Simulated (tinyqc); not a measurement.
Do the excited 1s states matter for ionisation? Model: valley-orbit splitting of a donor ground state, with strain. Computed by tinyqc, a small Python program. Command: `OMP_NUM_THREADS=1 python tinyqc.py 3022751 3022752 out.jsonl valleyorbit walk`. One thread of a shared host (Intel(R) Xeon(R) Processor @ 2.30GHz), about 0.01 s of CPU time with the checks.

The basis is the 1s envelope in each valley; energies are counted from the unstrained conduction-band edge. The strain is e_s (a a^T - 1/3) for the unit stress axis a, so valley j along n_j moves by Xi_u e_s w_j with w_j = (n_j.a)^2 - 1/3: +1/3 for [111] and [-1-11], -1/3 for the others.

Inputs (values chosen for the exercise, modelled on donors in germanium):
```
quantity                                    value   unit
single-valley binding energy E_0             9.99    meV
central-cell shift Lambda                    0.45    meV
coupling Delta_1                            0.089    meV
shear deformation potential Xi_u             16.6     eV
donor density N_D                         2.5e+14  cm^-3
density-of-states mass of one valley m_e    0.225    m_0
```

Valleys: four along <111>. Stress axis: [110].

Constants: k_B = 8.617333262e-05 eV/K; m_0 = 9.1093837015e-31 kg; k_B = 1.380649e-23 J/K; h = 6.62607015e-34 J s.

Method:
- By symmetry: E(A1) = E_0 + Lambda + 3 Delta_1 (one state), E(T2) = E_0 + Lambda - Delta_1 (three), as binding energies.
- H_jj = -(E_0 + Lambda) + Xi_u e_s w_j; H_jk = -Delta_1 between any two valleys.
- z = sum over levels of exp(-(E - E_ground)/k_B T), the ground-state share being 1/z; N_c = 2 (2 pi m_e k_B T/h^2)^(3/2) sum_j exp(-(shift_j - lowest shift)/k_B T); n1 = N_c/(2 z) exp(-binding/k_B T), binding = lowest shift - E_ground; without compensation n = 2 N_D/(1 + sqrt(1 + 4 N_D/n1)) (Boltzmann statistics; p and higher states left out).
- No strain here. The last two columns set z = 1, with the A1 depth, or use one level at E_0 with z equal to the number of valleys.

E(A1) = 10.707 meV

Ionised share:
```
T (K)       z  all 1s states  ground state alone  no splitting
6.2    2.5408     2.2269e-04          3.5494e-04    3.4717e-04
10.0   2.9847     1.3160e-02          2.2626e-02    1.7197e-02
16.0   3.3173     1.6758e-01          2.8322e-01    1.9468e-01
23.0   3.5068     5.2624e-01          7.3585e-01    5.6546e-01
31.0   3.6257     8.1415e-01          9.3272e-01    8.3506e-01
50.0   3.7621     9.7081e-01          9.9190e-01    9.7357e-01
83.0   3.8543     9.9454e-01          9.9857e-01    9.9487e-01
```

What follows from these numbers?

z grows from 2.541 to 3.85 of at most 4. Leaving out the excited states overstates the ionised share by up to 71.9 % (at 10.0 K); ignoring the splitting misses by a factor 1.56 at the lowest T and 1.00 at the highest.

Extremes, crossings and ranges named in words are read from the listed rows.
